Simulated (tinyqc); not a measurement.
Carrier lifetime from Shockley-Read-Hall, radiative, Auger and surface recombination: one step, computed by the program tinyqc. Command: `OMP_NUM_THREADS=1 python tinyqc.py 3004811 3004812 out.jsonl lifetime walk`. One thread of a shared host (Intel(R) Xeon(R) Processor @ 2.30GHz), about 0.02 s of CPU time with the checks.

Energies are counted from the top of the valence band. Boltzmann statistics, full ionisation, and equal excess densities of electrons and holes.

Problem. Equilibrium densities. N_c = 2 M_c (2 pi m_e k_B T/h^2)^(3/2) and N_v = 2 (2 pi m_h k_B T/h^2)^(3/2), masses in units of m_0. n_i = sqrt(N_c N_v) exp(-E_g/2 k_B T); majority density N/2 + sqrt(N^2/4 + n_i^2), minority density n_i^2 over it.

Inputs (values chosen for the exercise, with bands modelled on ZnSe):
```
quantity             value   unit
gap E_g               2.73     eV
electron mass m_e     0.15    m_0
valleys M_c              1      -
hole mass m_h        0.727    m_0
temperature T          250      K
doping N           4.6e+14  cm^-3
```

Doping: n-type. Surface term: none.

Constants: m_0 = 9.1093837015e-31 kg; k_B = 1.380649e-23 J/K; h = 6.62607015e-34 J s; k_B = 8.617333262e-05 eV/K.

Give: N_c; N_v; n_i; n_0; p_0.

Solution.

N_c = 1.1090e+18 cm^-3

N_v = 1.1833e+19 cm^-3

n_i = 1.1011e-09 cm^-3

n_0 = 4.60e+14 cm^-3

p_0 = 2.6357e-33 cm^-3
